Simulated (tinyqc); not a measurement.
From results back to parameters: Slater-Koster d bands of a bcc metal. Five cases, with inputs chosen for the exercise.

Problem. In a bcc d band E(t2g) = +/-((8/3) dds + (16/9) ddp + (32/9) ddd) + f2 (4 ddp + 2 ddd) and E(eg) = +/-((16/3) ddp + (8/3) ddd) + f2 (3 dds + 3 ddd), with + at Gamma and - at H = (1,0,0). ddd is given; the four levels come from hidden dds, ddp and f2.

Case 1.

Values chosen (out of a larger set: of the size met in W; not measured data): ddd = -0.052 eV (dd delta).

levels (eV): t2g Gamma -0.89779, eg Gamma 1.91463, t2g H 3.74577, eg H -5.88270

Case 2.

Values chosen (out of a larger set: of the size met in Mo; not measured data): ddd = -0.063 eV (dd delta).

levels (eV): t2g Gamma -0.40811, eg Gamma 2.39967, t2g H 3.68611, eg H -6.34167

Case 3.

Values chosen (out of a larger set: of the size met in Ta; not measured data): ddd = -0.205 eV (dd delta).

levels (eV): t2g Gamma -1.92270, eg Gamma 0.27940, t2g H 4.17330, eg H -5.17660

Case 4.

Values chosen (out of a larger set: of the size met in Fe; not measured data): ddd = -0.071 eV (dd delta).

levels (eV): t2g Gamma -0.62259, eg Gamma 0.78643, t2g H 1.95697, eg H -2.86690

Case 5.

Values chosen (out of a larger set: of the size met in W; not measured data): ddd = -0.216 eV (dd delta).

levels (eV): t2g Gamma -2.29548, eg Gamma 0.60897, t2g H 4.50452, eg H -5.43903

Find: f2; dds, ddp.

Solution. Half differences between Gamma and H give the first-neighbour parts and half sums the second. The eg half difference gives ddp and the t2g one dds. Since 4 ddp + 2 ddd is 3/4 of (16/3) ddp + (8/3) ddd, f2 is 4/3 of the ratio of the t2g half sum to the eg half difference; the eg half sum then serves as a check. Without ddd these four levels would not fix the three integrals.

Case 1.

f2 = 0.487

dds, ddp (eV): -1.306  0.757

Case 2.

f2 = 0.500

dds, ddp (eV): -1.251  0.851

Case 3.

f2 = 0.550

dds, ddp (eV): -1.279  0.614

Case 4.

f2 = 0.487

dds, ddp (eV): -0.641  0.378

Case 5.

f2 = 0.487

dds, ddp (eV): -1.437  0.675

Computed by tinyqc, one run a case: `OMP_NUM_THREADS=1 python tinyqc.py N N+1 out.jsonl` with N = 1480309, 1480376, 1480513, 1480596, 1480609; one thread of a shared Intel(R) Xeon(R) Processor @ 2.30GHz, about 0.06 s a run at most.
